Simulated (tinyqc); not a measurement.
The same layer on three faces: model-solid line-up of a strained alloy layer on a substrate.

All values of the alloy are linear in x but the gap, Eg(x) = (1 - x) Eg_A + x Eg_B - C x (1 - x), and the valence edge, Ev(x) = (1 - x) Ev_A + x Ev_B + fv C x (1 - x); Ec = Ev + Eg. Ev is the top of the unstrained valence band on a scale common to all materials. In the layer only the Gamma valley of the conduction band is followed, also where an X or L valley would lie lower.

Coherent growth: e_par = (a_s - a)/a. (001): e_perp = -2 (C12/C11) e_par; exx = eyy = e_par, ezz = e_perp, no shear. (111): e_perp = -(2 C11 + 4 C12 - 4 C44)/(C11 + 2 C12 + 4 C44) e_par; exx = eyy = ezz = (2 e_par + e_perp)/3 and exy = eyz = ezx = (e_perp - e_par)/3. (110): e_perp = -(C11 + 3 C12 - 2 C44)/(C11 + C12 + 2 C44) e_par; exx = eyy = (e_par + e_perp)/2, ezz = e_par, exy = (e_perp - e_par)/2, eyz = ezx = 0.

Strained edges: Ec + ac tr(e); the valence edges are Ev plus the levels of the 6 x 6 matrix of X, Y, Z times spin with -Dso/3 + l exx + m (eyy + ezz) on the diagonal (cyclic), n exy off it, l = av + 2 b, m = av - b, n = sqrt(3) d. Spin-orbit term (Dso/3) L.sigma on X, Y, Z with (L_k)_ij = -i epsilon_kij: <X+|H|Y+> = -i Dso/3, <X+|H|Z-> = Dso/3, <Y+|H|Z-> = -i Dso/3, <Z+|H|X-> = -Dso/3, <Z+|H|Y-> = i Dso/3, <X-|H|Y-> = i Dso/3, and their conjugates; + and - are the spin along z.

Inputs chosen for the exercise (A near AlAs, B near InAs, substrate near InP; shifted at random, so the results belong to these values and not to a real crystal): a = (5.666, 6.062) angstrom (lattice constant of A, B); Eg = (3.133, 0.422) eV (gap at Gamma to the s-like level of A, B); Dso = (0.282, 0.393) eV (spin-orbit splitting of A, B); Ev = (-1.35, -0.59) eV (top of the unstrained valence band of A, B); ac = (-5.68, -5.03) eV (conduction deformation potential of A, B); av = (2.45, 1.01) eV (valence hydrostatic potential of A, B); b = (-2.33, -1.79) eV (tetragonal shear potential of A, B); d = (-3.42, -3.59) eV (trigonal shear potential of A, B); C11 = (123.8, 83.4) GPa (of A, B); C12 = (52.6, 44.9) GPa (of A, B); C44 = (54.3, 39.5) GPa (of A, B); C = 0.774 eV (bowing of the gap); fv = 0 (share of the bowing taken by the valence edge); a_s = 5.874 angstrom (substrate); x = 0.37 (fraction of B).

Composition and substrate are kept.

Results:
```
face,e_perp (%),tr(e) (%),shift of Ec (meV),shift of Ev (meV),valence splitting (meV),gap (eV)
(001),-0.967,1.149,-62.5,75.0,96.1,1.8120
(111),-0.580,1.535,-83.5,68.4,71.9,1.7976
(110),-0.662,1.453,-79.0,69.7,77.0,1.8007
```

The layer yields most along the normal on (001) and least on (111), so the volume change, and with it the shift of Ec, is largest on (111). The valence splitting, set by b on (001), by d on (111) and by both on (110), is largest on (001). The gaps span 14 meV, from (111) to (001).

Program tinyqc; command `OMP_NUM_THREADS=1 python tinyqc.py 1051388 1051389 out.jsonl`; about 0.01 s on one thread of a shared Intel(R) Xeon(R) Processor @ 2.30GHz.
